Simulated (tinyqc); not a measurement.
From results back to parameters: deep level as a short-range spherical well.

Problem. In the Lucovsky model sigma goes as (h nu - Et)^(3/2)/(h nu)^3. The ratio of the cross-sections at h1 and h2 was computed from a hidden Et.

Parameters, chosen for this exercise (out of a larger set: near those of Ge; not measured data): h1 = 0.51 eV (first photon energy); h2 = 0.872 eV (second photon energy).

sigma(h1)/sigma(h2) = 0.624120

Find: y = (h1 - Et)/(h2 - Et); Et.

Solution. y = [ratio (h1/h2)^3]^(2/3), and Et = (h1 - y h2)/(1 - y): the plot of (sigma (h nu)^3)^(2/3) against h nu is a line through Et.

y = (h1 - Et)/(h2 - Et) = 0.2498
Et = 0.389 eV

Computed by tinyqc, a small Python program: `OMP_NUM_THREADS=1 python tinyqc.py 1281190 1281191 out.jsonl` (the numbers bound the seed that draws the inputs); one thread of a shared host (Intel(R) Xeon(R) Processor @ 2.30GHz), about 0.01 s for the whole set of steps.
